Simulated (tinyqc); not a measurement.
Inside a calculation. Model: one level coupled to a phonon between two leads, self-consistent Born approximation.

Computed by the program tinyqc: `OMP_NUM_THREADS=1 python tinyqc.py 2720047 2720048 out.jsonl`, one thread of a shared Intel Xeon 2.30GHz, about 0.06 s for the whole run. Printed values are rounded.

Wide-band leads with mu_L = +V/2 and mu_R = -V/2; phonons in equilibrium, Nq = 1/(exp(w0/kB T) - 1). Scattering links only energies that differ by w0, so a ladder E_k = E1 + k w0 closes on itself; terms that reach past its ends are dropped. Gn and Gp are the electron and hole parts of the spectral function A = Gn + Gp.

Values chosen for this exercise:
```
symbol  value  unit                           meaning
T          77     K  temperature of leads and phonons
w0         36   meV                     phonon energy
ed        -46   meV                             level
GL         25   meV         coupling to the left lead
GR         27   meV        coupling to the right lead
M         4.9   meV    electron-phonon matrix element
V         108    mV                              bias
nr          6               rungs of the ladder shown
E1        -68   meV                       lowest rung
```

Constants: q = 1.602176634e-19 C, kB = 1.380649e-23 J/K, Vt = kB T/q. Results are converted to the units shown.

Range of the model: The self-consistent Born approximation keeps only non-crossing phonon lines and no Hartree shift; it is rough once the coupling nears the phonon energy.

## The ladder and the first Green functions

|G|^2 = 1/[(E - ed)^2 + (GL + GR + Sin + Sout)^2/4], Gn = |G|^2 (GL fL + GR fR + Sin), Gp = |G|^2 (GL (1 - fL) + GR (1 - fR) + Sout), f = 1/(1 + exp((E - mu)/kB T)). On a single ladder the real part of the phonon self-energy, which needs all energies, is left out. At the start Sin = Sout = 0.

```
rung	E (meV)	fL	fR	Gn (1/meV)	Gp (1/meV)
0	-68	1.00000	0.891863	0.0423106	0.00251698
1	-32	0.999998	0.0350407	0.0297546	0.0298784
2	4	0.999466	1.59858e-4	0.00786870	0.00850410
3	40	0.891863	7.03952e-7	0.00276221	0.00367981
4	76	0.0350407	3.09944e-9	5.62993e-5	0.00328560
5	112	1.59858e-4	1.36466e-11	1.55868e-7	0.00202793
```

Nq = 0.00442238

## Iteration 1: scattering functions

Sin(E) = M^2 [(Nq + 1) Gn(E + w0) + Nq Gn(E - w0)], Sout(E) = M^2 [(Nq + 1) Gp(E - w0) + Nq Gp(E + w0)]. Nq = 1/(exp(w0/kB T) - 1).

```
rung	Sin (meV)	Sout (meV)
0	0.717568	0.00317253
1	0.194255	0.0616030
2	0.0697734	0.720944
3	0.00219323	0.205435
4	2.97055e-4	0.0889582
5	5.97794e-6	0.0792362
```

## Iteration 1: Green functions

|G|^2 = 1/[(E - ed)^2 + (GL + GR + Sin + Sout)^2/4], Gn = |G|^2 (GL fL + GR fR + Sin), Gp = |G|^2 (GL (1 - fL) + GR (1 - fR) + Sout), f = 1/(1 + exp((E - mu)/kB T)). On a single ladder the real part of the phonon self-energy, which needs all energies, is left out.

```
rung	Gn after iteration 1 (1/meV)	Gp after iteration 1 (1/meV)
0	0.0422421	0.00247939
1	0.0297499	0.0297217
2	0.00783953	0.00867452
3	0.00276064	0.00370278
4	5.63100e-5	0.00329083
5	1.56088e-7	0.00203085
```

## Iteration 2: scattering functions

As before.

```
rung	Sin (meV)	Sout (meV)
0	0.717454	0.00315590
1	0.193545	0.0607145
2	0.0697349	0.717168
3	0.00219039	0.209546
4	2.96893e-4	0.0895125
5	5.97907e-6	0.0793622
```

## Iteration 2: Green functions

As before.

```
rung	Gn after iteration 2 (1/meV)	Gp after iteration 2 (1/meV)
0	0.0422421	0.00247938
1	0.0297505	0.0297221
2	0.00783977	0.00867361
3	0.00276060	0.00370324
4	5.63099e-5	0.00329086
5	1.56088e-7	0.00203086
```

## Course of the iteration

Repeat until no Sin or Sout changes by more than 1e-9 meV.

Course of the iteration:
```
iteration	largest Sin + Sout (meV)	largest change (meV)
1	0.790717	0.721
2	0.786903	4.11e-3
3	0.786912	2.19e-5
4	0.786912	1.23e-7
5	0.786912	7.22e-10
```

Converged in 5 iterations; the change shrinks by about 0.0057 a step.

## Currents on the rungs

```
rung	converged Gn (1/meV)	converged Gp (1/meV)
0	0.0422421	0.00247938
1	0.0297505	0.0297221
2	0.00783977	0.00867361
3	0.00276060	0.00370323
4	5.63099e-5	0.00329086
5	1.56088e-7	0.00203086
```

Spectral currents into the level: iL = GL [fL Gp - (1 - fL) Gn], iR = GR [fR Gp - (1 - fR) Gn].

```
rung	iL	iR	iL + iR (1e-3)
0	0.061985	-0.063630	-1.64556
1	0.743050	-0.746996	-3.94646
2	0.216620	-0.211602	5.01766
3	0.075106	-0.074536	0.57030
4	0.001524	-0.001520	0.00406
5	0.000004	-0.000004	0.00000
```

sum of iL = 1.09829

On a single rung iL + iR need not vanish (largest 0.0050), since phonons move electrons between rungs; summed over the ladder it does.
